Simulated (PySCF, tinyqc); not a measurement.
RHF in the sto-6g basis, for H4, spin multiplicity 1, step by step. The lowest restricted solution is unstable here: a spin-polarised one lies 0.1029 hartree lower (PySCF). One step of it, computed by the program tinyqc.

Problem. Iteration 3: diagonalisation and new density. Diagonalise F' = X^T F X, C = X C', fill 2 alpha and 2 beta electrons from the bottom; D = 2 C_occ C_occ^T; the new density keeps 0.3 of the old one (damping). Each column has its largest component positive (the first on a tie).

extrapolated F (hartree):
```
           1H 1s      2H 1s      3H 1s      4H 1s
1H 1s  -0.129268  -0.253886  -0.019036   0.005455
2H 1s  -0.253886  -0.139480  -0.117579  -0.019036
3H 1s  -0.019036  -0.117579  -0.139480  -0.253886
4H 1s   0.005455  -0.019036  -0.253886  -0.129268
```

X:
```
           1H 1s      2H 1s      3H 1s      4H 1s
1H 1s   1.025187  -0.132534   0.009285  -0.001283
2H 1s  -0.132534   1.033604  -0.077021   0.009285
3H 1s   0.009285  -0.077021   1.033604  -0.132534
4H 1s  -0.001283   0.009285  -0.132534   1.025187
```

D after iteration 2:
```
           1H 1s      2H 1s      3H 1s      4H 1s
1H 1s   0.827367   0.700099  -0.044252  -0.258080
2H 1s   0.700099   0.796234   0.170108  -0.044252
3H 1s  -0.044252   0.170108   0.796234   0.700099
4H 1s  -0.258080  -0.044252   0.700099   0.827367
```

overlap S:
```
          1H 1s     2H 1s     3H 1s     4H 1s
1H 1s  1.000000  0.252087  0.010435  0.000479
2H 1s  0.252087  1.000000  0.143874  0.010435
3H 1s  0.010435  0.143874  1.000000  0.252087
4H 1s  0.000479  0.010435  0.252087  1.000000
```

Give: F' = X^T F X; orbital energies; coefficients C; D after iteration 3.

Solution.

F' = X^T F X (hartree):
```
        1       2       3       4
1  -0.069  -0.237   0.012   0.005
2  -0.237  -0.064  -0.109   0.012
3   0.012  -0.109  -0.064  -0.237
4   0.005   0.012  -0.237  -0.069
```

orbital energies (hartree): MO1 -0.351, MO2 -0.271, MO3 0.113, MO4 0.241

coefficients C:
```
         MO1     MO2     MO3     MO4
1H 1s  0.380   0.507   0.622  -0.529
2H 1s  0.477   0.408  -0.487   0.678
3H 1s  0.477  -0.408  -0.487  -0.678
4H 1s  0.380  -0.507   0.622   0.529
```

D after iteration 3:
```
        1H 1s   2H 1s   3H 1s   4H 1s
1H 1s   0.811   0.754  -0.049  -0.235
2H 1s   0.754   0.791   0.136  -0.049
3H 1s  -0.049   0.136   0.791   0.754
4H 1s  -0.235  -0.049   0.754   0.811
```
